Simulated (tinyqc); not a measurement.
Changing the layer thickness t: four-point probe, van der Pauw, Hall and spreading-resistance readings of a semiconductor layer. Computed by tinyqc, a small Python program. Command: `OMP_NUM_THREADS=1 python tinyqc.py 3110929 3110930 out.jsonl probe sweep`. One thread of a shared host (Intel(R) Xeon(R) Processor @ 2.30GHz), about 0.03 s of CPU time with the checks.

The layer is uniform and ohmic; contacts are points unless a radius is given.

Inputs (values chosen for the exercise, modelled on n-type silicon):
```
quantity             value        unit
carrier density n  6.1e+16      1/cm^3
drift mobility mu      980  cm^2/(V s)
probe spacing s        0.5          mm
current I              0.2          mA
```

Backing of the layer: conducting.

Constants: e = 1.602176634e-19 C.

Method:
- rho = 1/(e n mu); R_s = rho/t.
- Collinear probes with equal spacing on a layer with conducting backing: images at depth 2 m t give V = (rho I/(2 pi s)) G, G = 1 + 4 sum_(m>=1) (-1)^m [1/sqrt(1 + (2 m u)^2) - 1/sqrt(4 + (2 m u)^2)], u = t/s; the sum runs to m = 20000, with the last term halved.
- Limits: thick, rho = 2 pi s V/I; thin on an insulator, rho = (pi/ln 2) t V/I.

One run for each value:
```
layer thickness t (micrometre)  voltage V (mV)       G  rho by the thick formula (ohm cm)  rho by the thin formula (ohm cm)
130                                    0.00121  0.0183                             0.0019                         3.577e-04
240                                    0.01370  0.2061                             0.0215                         7.449e-03
460                                    0.04210  0.6333                             0.0661                         4.388e-02
860                                    0.05995  0.9020                             0.0942                         1.168e-01
1600                                   0.06522  0.9812                             0.1024                         2.365e-01
3000                                   0.06627  0.9970                             0.1041                         4.505e-01
```

Over the rows, voltage V (mV) rises from 0.00121 to 0.0663 (exponent d ln y / d ln x 4.0 between the first rows and 0.025 between the last); G rises from 0.0183 to 0.997 (exponent d ln y / d ln x 4.0 between the first rows and 0.025 between the last); rho by the thick formula (ohm cm) rises from 0.00191 to 0.104 (exponent d ln y / d ln x 4.0 between the first rows and 0.025 between the last).  Left out: 20.0, 37.0, 70.0 (the backing shorts the probes).
